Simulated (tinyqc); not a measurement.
Grain-boundary trapping model (Seto) of a polycrystalline semiconductor film. Changing the trap density Q_t. Computed by tinyqc, a small Python program. Command: `OMP_NUM_THREADS=1 python tinyqc.py 3008410 3008411 out.jsonl poly sweep`. One thread of a shared host (Intel(R) Xeon(R) Processor @ 2.30GHz), about 0.01 s of CPU time with the checks.

Grains of equal size L are joined by thin boundaries with one trap level. Trapped carriers deplete a width W on each side and raise a barrier, crossed by thermionic emission. Dopants are fully ionised, statistics are non-degenerate and mu_g does not depend on T.

Inputs (values chosen for the exercise, modelled on polycrystalline ZnO):
```
quantity                                     value        unit
permittivity eps                               8.3           -
effective mass m                              0.28         m_0
effective density of states at 300 K, N_c  3.6e+18      1/cm^3
grain size L                                   170          nm
trap level E_t below the band edge            0.53          eV
doping N                                   8.8e+17      1/cm^3
mobility inside the grains mu_g                140  cm^2/(V s)
temperature T                                  300           K
```

Grain interior: resistance included.

Constants: k_B = 8.617333262e-05 eV/K; e = 1.602176634e-19 C; eps_0 = 8.8541878128e-12 F/m; m_0 = 9.1093837015e-31 kg; k_B = 1.380649e-23 J/K.

Method:
- N_c(T) = N_c (T/300 K)^(3/2). Filled traps Q = Q_t/(1 + (1/2) exp((E_t* - E_F)/k_B T)), where E_t* = e V_B - E_t and E_F are counted from the band edge at the grain centre. Partial depletion: Q = 2 N W, V_B = e N W^2/(2 eps eps_0), E_F = k_B T ln(N/N_c); solve for W. If that W would exceed L/2 the grain is fully depleted: W = L/2, Q = N L, and E_F follows from the trap equation. Centre density n_0 = N_c exp(E_F/k_B T).
- Boundary: sigma_b = L e^2 n_0 exp(-e V_B/k_B T)/sqrt(2 pi m k_B T); drift through the grain, depleted parts included: rho_g = [(1 - 2W/L) + (2W/L) int_0^1 exp(y^2 s^2) ds]/(e n_0 mu_g); rho = 1/sigma_b + rho_g. Mean carrier density n_av = n_0 [(1 - 2W/L) + (2W/L) (sqrt(pi)/2) erf(y)/y], y = sqrt(e V_B/k_B T); effective mobility 1/(e n_av rho).
- E_a = d ln(rho)/d(1/k_B T) from T - 5 K and T + 5 K; temperature coefficient d ln(rho)/dT.

One run for each value; columns: (1) trap density Q_t (1/cm^2); (2) resistivity rho (ohm cm); (3) barrier V_B (V); (4) effective mobility (cm^2/(V s)); (5) activation energy E_a (eV):
```
(1)             (2)     (3)        (4)        (5)
7.20e+11  5.522e-02  0.0161  1.295e+02  5.712e-04
1.10e+12  6.265e-02  0.0375  1.160e+02  5.440e-03
1.80e+12  1.936e-01  0.1003  3.925e+01  6.312e-02
2.90e+12  6.256e+01  0.2604  1.318e-01  2.448e-01
4.60e+12  1.795e+05  0.4677  4.973e-05  5.381e-01
7.30e+12  7.831e+05  0.5059  1.155e-05  5.502e-01
1.20e+13  1.845e+06  0.5282  4.940e-06  5.523e-01
1.80e+13  3.190e+06  0.5424  2.871e-06  5.530e-01
2.90e+13  5.630e+06  0.5571  1.635e-06  5.536e-01
```

What does the table show, and why?

Over the rows, resistivity rho (ohm cm) rises from 0.0552 to 5.63e6 (exponent d ln y / d ln x 0.30 between the first rows and 1.2 between the last); barrier V_B (V) rises from 0.0161 to 0.557 (exponent d ln y / d ln x 2.0 between the first rows and 0.056 between the last); effective mobility (cm^2/(V s)) falls from 130 to 1.63e-6 (exponent d ln y / d ln x -0.26 between the first rows and -1.2 between the last). At the low end the exponent of barrier V_B is 2.00, close to 2: V_B = e Q_t^2/(8 eps eps_0 N). Lowering Q_t, as passivation does, from the last row to the first cuts rho by 8.0 decades.

Caution (all rows): E_F is within 2 k_B T of the band edge, so non-degenerate statistics fail, and tunnelling through so thin a barrier adds to the current. Caution (rows 7.20e11, 1.10e12): e V_B is below 2 k_B T, where the depletion approximation fails and the mean density does not balance the trapped charge.
